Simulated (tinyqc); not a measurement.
Hueckel theory of the pi electrons, for the molecule C=Cc1ccc[nH]1 (SMILES; centres numbered as the heavy atoms are written), step by step. One step of it, computed by the program tinyqc.

Question. Orbitals. Diagonalise; E = alpha + x beta with beta < 0, so the largest x are filled first; degenerate levels share their electrons. P = sum n_i c_ri c_si; each orbital has its largest coefficient positive (the first on a tie).

Hueckel matrix in units of beta (H = alpha + beta A), lower triangle:
```
          1C        2C        3C        4C        5C        6C        7N
1C  0.000000
2C  1.000000  0.000000
3C  0.000000  1.000000  0.000000
4C  0.000000  0.000000  1.000000  0.000000
5C  0.000000  0.000000  0.000000  1.000000  0.000000
6C  0.000000  0.000000  0.000000  0.000000  1.000000  0.000000
7N  0.000000  0.000000  0.790000  0.000000  0.000000  0.790000  1.290000
```

pi electrons, sum of z_r less the charge = 8

Give: x values; occupations; coefficients; charge and bond-order matrix P.

Answer.

x values: 2.3048  1.3157  1.1114  0.4402  -0.6817  -1.3742  -1.8262

occupations: 2.0000  2.0000  2.0000  2.0000  0.0000  0.0000  0.0000

coefficients:
```
       MO1      MO2      MO3      MO4      MO5      MO6      MO7
1C  0.1083   0.4616  -0.0991   0.5378   0.5829  -0.2785   0.2426
2C  0.2497   0.6074  -0.1102   0.2367  -0.3974   0.3827  -0.4430
3C  0.4672   0.3375  -0.0233  -0.4336  -0.3120  -0.2474   0.5663
4C  0.3291   0.1293   0.5250  -0.3805   0.3797  -0.2277  -0.5085
5C  0.2914  -0.1675   0.6068   0.2661   0.0531   0.5603   0.3623
6C  0.3424  -0.3496   0.1494   0.4976  -0.4159  -0.5423  -0.1530
7N  0.6303  -0.3703  -0.5579  -0.0595   0.2916   0.2342  -0.1048
```

charge and bond-order matrix P, lower triangle:
```
         1C       2C       3C       4C       5C      6C      7N
1C   1.0477
2C   0.8913   0.9988
3C  -0.0489   0.4432   1.0414
4C  -0.3227   0.0255   0.7002   1.0909
5C   0.0744  -0.0657  -0.0999   0.5832   1.1040
6C   0.2570  -0.0510  -0.3546  -0.0868   0.7629  1.0189
7N  -0.1587  -0.0403   0.4165  -0.2214  -0.2175  0.4645  1.6983
```
